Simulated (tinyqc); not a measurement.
Transfer-length model of a contact: one step of the calculation.

A metal contact of length d and width W on a thin layer of the same width. The metal has no resistance, the sheet resistance under it equals Rsh, and current enters the layer at the front edge x = 0.

Question. Straight-line fit. Pairs of such contacts at gaps L have R_T = Rsh L/W + 2 Rc. The values of R_T were made from Rsh and rc with a random scatter of 2 % and are treated as data. Least squares: slope = sum (L - mean L)(R_T - mean R_T)/sum (L - mean L)^2, intercept = mean R_T - slope mean L. Rsh = slope W, Rc = intercept/2, and A = Rc/slope is half the distance from the origin to the zero of the line.

Values chosen for this exercise: contact width W = 53 um.

| gap | L (um) | R_T (ohm) |
|---|---|---|
| 1 | 13 | 81.534 |
| 2 | 19 | 89.84 |
| 3 | 28 | 108.8 |
| 4 | 42 | 124.3 |
| 5 | 63 | 158.24 |
| 6 | 94 | 195.41 |

Wanted: slope; intercept; Rsh; Rc; A.

Answer.

slope = 1.413 ohm/um
intercept = 65.35 ohm
Rsh = 74.90 ohm/sq
Rc = 32.68 ohm
A = 23.12 um

Computed by the program tinyqc: `OMP_NUM_THREADS=1 python tinyqc.py 2760121 2760122 out.jsonl`, one thread of a shared Intel Xeon 2.30GHz, about 0.01 s for the whole run.
